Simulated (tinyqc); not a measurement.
What a faster ramp buys: rapid thermal processing of a wafer: radiative balance, ramp and cooling, pattern effects, pyrometer error and spike budget. Computed by tinyqc, a small Python program. Command: `OMP_NUM_THREADS=1 python tinyqc.py 3113937 3113938 out.jsonl rtp walk`. One thread of a shared host (Intel(R) Xeon(R) Processor @ 2.30GHz), about 0.04 s of CPU time with the checks.

The wafer is opaque and uniform through its thickness unless said otherwise; temperatures in formulas are in kelvin (C + 273.15). sigma = 5.670374419e-12 W/(cm^2 K^4).

Inputs (values chosen for the exercise, modelled on a hot silicon wafer):
```
quantity                                              value         unit
wafer thickness d                                       725   micrometre
heat capacity per volume C                              2.1   J/(cm^3 K)
thermal conductivity k                                 0.23     W/(cm K)
emissivity eps of each face                            0.57            -
reflectivity of the chamber walls r                    0.27            -
gas heat-transfer coefficient h, both faces together    5.3  mW/(cm^2 K)
wall temperature T_w                                    700            K
process temperature                                    1010            C
starting temperature                                    550            C
ramp rate                                               280          K/s
activation energy of the process E_a                      4           eV
```

Constants: k_B = 8.617333262e-05 eV/K.

Method:
- Effective emissivity between parallel grey plates: eps_eff = 1/(1/eps + 1/(1 - r) - 1). Loss per area q(T) = 2 eps_eff sigma (T^4 - T_w^4) + h (T - T_w).
- Absorbed power during a ramp = q(T) + C d x ramp rate; thermal time constant tau = C d/(dq/dT), dq/dT = 8 eps_eff sigma T^3 + h; natural cooling rate q/(C d); front-to-back difference under one-sided heating at the end of the ramp = (absorbed power) d/(2 k).
- Cooling with the lamps off: C d dT/dt = -q(T), integrated adaptively (relative tolerance 1e-10).
- Spike anneal: linear ramp to the peak, then lamps off. Equivalent time at the peak = int exp(-(E_a/k_B)(1/T - 1/T_peak)) dt; estimate (k_B T^2/E_a)(1/ramp rate + 1/cooling rate). The ramp part uses 4000 trapezoid steps, the cooling part 4000 steps over 4 tau.

time constant tau = 3.01989 s

holding power q = 16.2815 W/cm^2

natural cooling rate = 106.939 K/s

Against the ramp rate:
```
ramp (K/s)  ramp part (s)  cooling part (s)  total (s)  power at the peak (W/cm^2)
10                 3.3656           0.35066     3.7163                       17.80
25                 1.3463           0.35066     1.6969                       20.09
50                 0.6731           0.35066     1.0238                       23.89
100                0.3366           0.35066     0.6872                       31.51
250                0.1346           0.35066     0.4853                       54.34
500                0.0673           0.35066     0.4180                       92.41
1000               0.0337           0.35066     0.3843                      168.53
```

What does the comparison show, and why?

From 10 to 100 K/s the total falls by a factor 5.4, from 100 to 1000 K/s by 1.79: the cooling part, 0.351 s, is a floor, and the natural cooling rate here is 107 K/s.

Extremes, crossings and ranges named in words are read from the listed rows.
